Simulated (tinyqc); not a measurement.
# Surface potential of a MOS transistor: implicit equation and explicit approximations: what changes with what

p-type body, charge-sheet picture, depletion and inversion only, full ionisation (an idealisation for deep acceptors), Boltzmann statistics (rough once Na exp(x - xn) passes about Nc/7). In units of Vt: xg = (Vg - Vfb)/Vt, x = psi/Vt, G = gamma/sqrt(Vt), xn = (2 phiF + Vc)/Vt. The implicit equation is (xg - x)^2 = G^2 [x - 1 + exp(x - xn)] for x above about 3. Cox = eps0 eox/tox.

Parameters, values chosen for the exercise; band and dielectric values close to those of silicon:
```
symbol,value,unit,meaning
T,250,K,temperature
Eg,1.14,eV,band gap
eps_r,11.8,,relative permittivity
Nc,2.1e19,cm^-3,conduction-band density of states at T
Nv,2e19,cm^-3,valence-band density of states at T
eox,3.9,,relative permittivity of the gate insulator (close to silicon dioxide)
tox,1.5,nm,insulator thickness
Na,1.8e18,cm^-3,acceptor density
Vfb,-0.9,V,flat-band voltage
Vc,0,V,channel-body voltage
Vg,0.81,V,gate-body voltage
```

Constants: q = 1.602176634e-19 C, kB = 1.380649e-23 J/K, Vt = kB T/q, eps0 = 8.8541878128e-14 F/cm where lengths are in cm. Results are converted to the units shown.

Each table varies one quantity; the others keep the values above.

## Accuracy of the approximations against gate voltage

ni = sqrt(Nc Nv) exp(-Eg/(2 Vt)), Eg in volts; phiF = Vt ln(Na/ni); gamma = sqrt(2 q eps0 eps_r Na)/Cox; VT = Vfb + Vt (xn + G sqrt(xn - 1)). Depletion value a = 1 + [sqrt(G^2/4 + xg - 1) - G/2]^2; inversion value b = xn + ln[(xg - xn)^2/G^2 - xn + 1] and first guess y = min(a, b) - ln(1 + exp(-|a - b|)) if a > xn + 1, else b = y = a; one second-order correction with D = exp(y - xn), p = 2 (xg - y) + G^2 (1 + D), w = (xg - y)^2 - G^2 (y - 1 + D): z = y + 2 w/(p + sqrt(p^2 - 2 (2 - G^2 D) w)), or the Newton step z = y + w/p where the root is not real. N_inv = (Cox Vt G/q) [sqrt(x - 1 + exp(x - xn)) - sqrt(x - 1)] at the root. Lambert form (Cox m Vt/q) W0[(G/(2 m sqrt(xn - 1))) exp((Vg - VT)/(m Vt))], m = 1 + G/(2 sqrt(xn - 1)). Errors under 1e-4 mV, and the linear form below VT, are printed as 0.

Accuracy of the approximations against gate voltage:
```
Vg (V),psi (V),x - xn,error of y (mV),error of z (mV),N_inv (cm^-2),Cox (Vg - VT)/q (cm^-2),Lambert form (cm^-2)
0.07,0.69357,-15.858,0,0,8258.3,0,5327.0
0.27,0.86103,-8.0843,1.03e-3,0,1.7563e7,0,1.5134e7
0.47,1.0289,-0.29375,2.30,-4.56e-4,3.8611e10,0,3.8638e10
0.67,1.1118,3.5576,14.2,-2.05,1.5238e12,2.8061e12,1.5729e12
0.87,1.1368,4.7175,9.43,-0.436,3.9809e12,5.6798e12,4.1003e12
1.07,1.1515,5.3983,7.26,-0.179,6.6103e12,8.5535e12,6.7917e12
1.27,1.1621,5.8909,6.03,-0.0973,9.3074e12,1.1427e13,9.5425e12
1.47,1.1705,6.2804,5.21,-0.0608,1.2041e13,1.4301e13,1.2324e13
1.67,1.1775,6.6038,4.62,-0.0414,1.4799e13,1.7175e13,1.5123e13
```

What does the table show?

psi rises from 0.694 to 1.18 V and ends 6.6 Vt above 2 phiF + Vc. Among the rows the first guess is off by at most 14 mV (at Vg = 0.67 V) and the corrected value by at most 2.1 mV. In the last row the linear form is 16 % above N_inv and the Lambert form 2.2 % above it; in the first row the Lambert form is 35 % below it. For Vg = 0.67, 0.87, 1.07, 1.27, 1.47, 1.67 the electron quasi-Fermi level lies less than 2 Vt below the band edge at the surface, or above it, where degeneracy and confinement, left out, matter.

## Effect of the channel-body voltage at fixed gate voltage

Same model as above.

Effect of the channel-body voltage at fixed gate voltage:
```
Vc (V),psi (V),x - xn,error of y (mV),error of z (mV),N_inv (cm^-2),Cox (Vg - VT)/q (cm^-2),Lambert form (cm^-2)
0,1.1310,4.4468,10.5,-0.633,3.2159e12,4.8177e12,3.3151e12
0.2,1.2904,2.5627,12.3,-0.759,5.7110e11,1.4844e12,5.8643e11
0.4,1.3250,-5.1155,0.0166,0,2.7441e8,0,2.6014e8
0.6,1.3250,-14.398,0,0,25522,0,20965
0.8,1.3250,-23.682,0,0,2.3719,0,1.6184
```

As Vc goes from 0 to 0.8, psi rises from 1.13 to 1.33 V, x - xn falls from 4.45 to -23.7 and N_inv falls from 3.22e12 to 2.37 cm^-2. The Lambert form lies between 0.682 and 1.03 times N_inv. psi follows Vc only while the surface is inverted; once x falls below xn it settles at the depletion value. For Vc = 0, 0.2 the electron quasi-Fermi level lies less than 2 Vt below the band edge at the surface, or above it, where degeneracy and confinement, left out, matter.

Computed by the program tinyqc: `OMP_NUM_THREADS=1 python tinyqc.py 2122090 2122091 out.jsonl`, one thread of a shared Intel Xeon 2.30GHz, about 0.01 s for the whole run.
